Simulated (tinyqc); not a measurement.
Character of the line: straight dislocations in isotropic elasticity: fields, energies, partials, Peierls stress and walls. Computed by tinyqc, a small Python program. Command: `OMP_NUM_THREADS=1 python tinyqc.py 3000334 3000335 out.jsonl disloc walk`. One thread of a shared host (Intel(R) Xeon(R) Processor @ 2.30GHz), about 0.01 s of CPU time with the checks.

The line runs along z, the glide plane is y = 0, and beta is the angle between b and the line (0 screw, 90 degrees edge): b_e = b sin(beta) along +x with the extra half plane at y > 0, b_s = b cos(beta). Stress is positive in tension.

Inputs (values chosen for the exercise, for a model fcc or diamond crystal): shear modulus G = 48.2 GPa; Poisson ratio nu = 0.2; Burgers vector b = 4.216 angstrom; stacking-fault energy gamma = 57.2 mJ/m^2; dislocation density rho = 8.6e+14 1/m^2; core radius r0/b = 1.5.

Character: edge.

Constants: 1 eV/angstrom^3 = 160.2176634 GPa.

Method:
- Energy factor K = G [cos^2(beta) + sin^2(beta)/(1 - nu)].
- E = K b^2/(4 pi) ln(R/r0) with R = 1/(2 sqrt(rho)); tension T = E + d^2E/d(beta)^2 = G b^2 [1 + nu - 3 nu sin^2(beta)]/(4 pi (1 - nu)) ln(R/r0). The core energy is taken into r0.
- Shockley partials have b_p = b/sqrt(3) at the angles beta -/+ 30 degrees; their repulsion balances the fault at d = G b_p^2/(8 pi gamma) (2 - nu)/(1 - nu) [1 - 2 nu cos(2 beta)/(2 - nu)].
- E = K b^2/(4 pi) ln(R/r0); T = G b^2 [1 + nu - 3 nu sin^2(beta)]/(4 pi (1 - nu)) ln(R/r0).

ln(R/r0) = 3.29438

From screw to edge:
```
beta (degrees)  K (GPa)  E (eV/nm)  T (eV/nm)  d (nm)
0                48.200     14.018     21.028  3.4764
15               49.007     14.253     20.323  3.6095
30               51.212     14.895     18.399  3.9730
45               54.225     15.771     15.771  4.4697
60               57.237     16.647     13.142  4.9663
75               59.443     17.288     11.218  5.3298
90               60.250     17.523     10.514  5.4629
```

The edge costs 1/(1 - nu) = 1.250 times the screw in energy, yet its tension is only (1 - 2 nu)/(1 + nu) = 0.500 of the screw value, so loops under stress are elongated along b. The edge splits 1.57 times as widely, (2 + nu)/(2 - 3 nu), since there the larger, edge parts of the partials repel with the factor 1/(1 - nu) and the small screw parts attract, while in the screw the roles are exchanged.
